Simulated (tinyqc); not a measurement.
Gap and radiative efficiency from Jsc and Voc.

Problem. Photon flux above E from a black body at temperature T into a hemisphere: Phi(E, T) = A sum_k exp(-k E/th)[E^2 th/k + 2 E th^2/k^2 + 2 th^3/k^3], k = 1, 2, ..., with th = kB T/q in eV and A = 2 pi q^3/(h^3 c^2). A cell with a sharp absorption edge has Jsc = q fs X Phi(Eg, Ts) and Voc = Vt ln(1 + Jsc/J0), J0 = q ge Phi(Eg, T)/ERE. Find Eg and ERE.

Parameters, values chosen for the exercise: cell temperature T = 300 K; temperature of the black-body sun Ts = 5800 K; share of the hemisphere filled by the sun fs = 2.16e-5; concentration X = 10; number of faces that emit ge = 1.

Constants: q = 1.602176634e-19 C, kB = 1.380649e-23 J/K, h = 6.62607015e-34 J s, c = 299792458 m/s, Vt = kB T/q. Results are converted to the units shown.

Jsc = 709.143131 mA/cm^2
Voc = 0.416765660 V

Solution. Phi falls steadily with E, so Jsc fixes Eg; Voc gives J0, and its ratio to the radiative dark current is 1/ERE.

Eg = 0.810 eV
ERE = 1.00e-4

Numbers from tinyqc (`OMP_NUM_THREADS=1 python tinyqc.py 2820120 2820121 out.jsonl`; about 0.01 s on one thread of a shared Intel Xeon 2.30GHz).
